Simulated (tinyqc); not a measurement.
Electron mobility in a silicon inversion layer, empirical terms and Matthiessen rule: two steps of the calculation.

Inversion layer of sheet density Ns on a uniformly doped body, under a high-permittivity gate with an interlayer. The mobility terms are empirical power laws with prefactors chosen for the exercise; adding their inverses (Matthiessen) is itself an approximation.

Parameters, values chosen for the exercise; material values close to those of silicon: temperature T = 325 K; relative permittivity of the semiconductor eps_r = 11.5; body doping Nb = 2.9e17 cm^-3; weight of the inversion charge in the effective field eta = 0.5; phonon-limited mobility at 1 MV/cm and 300 K Ap = 384 cm^2/(V s); roughness-limited mobility at 1 MV/cm As = 785 cm^2/(V s); exponent of the roughness term gs = 2; Coulomb prefactor Ac = 3500 cm^2/(V s); charge at the interface Nit = 4.2e10 cm^-2; remote-phonon mobility without interlayer Ar = 320 cm^2/(V s); interlayer thickness ti = 1.2 nm; decay length of remote phonons lr = 0.8 nm; inversion density Ns = 2.2e12 cm^-2; ratio W/L WL = 20; drain voltage Vd = 0.05 V; measured linear current I = 113 uA.

Constants: q = 1.602176634e-19 C, eps0 = 8.8541878128e-14 F/cm where lengths are in cm. Results are converted to the units shown.

Task 1. Mobility terms and their sum. With t = T/(300 K): muC = Ac (Ns/1e12 cm^-2) t/(Nb/1e17 cm^-3 + Nit/1e11 cm^-2), muP = Ap E^(-1/3) t^(-1.75), muS = As E^(-gs), muR = Ar exp(2 ti/lr)/t; 1/mu is the sum of the inverses.

E = 0.45157053 MV/cm

Wanted: terms; mu; shares of 1/mu.

Result 1.

terms (cm^2/(V s)): Coulomb 2512.6, phonon 435.10, roughness 3849.6, remote phonon 5933.0
mu = 320.04 cm^2/(V s)
shares of 1/mu (%): Coulomb 12.738, phonon 73.555, roughness 8.3135, remote phonon 5.3942

The phonon term limits most.

Task 2. Inversion density for the measured current. I = (W/L) q Ns mu Vd. E = q (Ndep + eta Ns)/(eps0 eps_r) in MV/cm. Ns(new) = I/((W/L) q mu Vd).

Ns after iteration 1 = 2.2240399e12 cm^-2
Ndep = 1.7698670e12 cm^-2

Give: E; mu; Ns after iteration 2.

Result 2.

E = 0.4535 MV/cm
mu = 319.9 cm^2/(V s)
Ns after iteration 2 = 2.205e12 cm^-2

Computed by the program tinyqc: `OMP_NUM_THREADS=1 python tinyqc.py 2510066 2510067 out.jsonl`, one thread of a shared Intel Xeon 2.30GHz, about 0.01 s for the whole run.
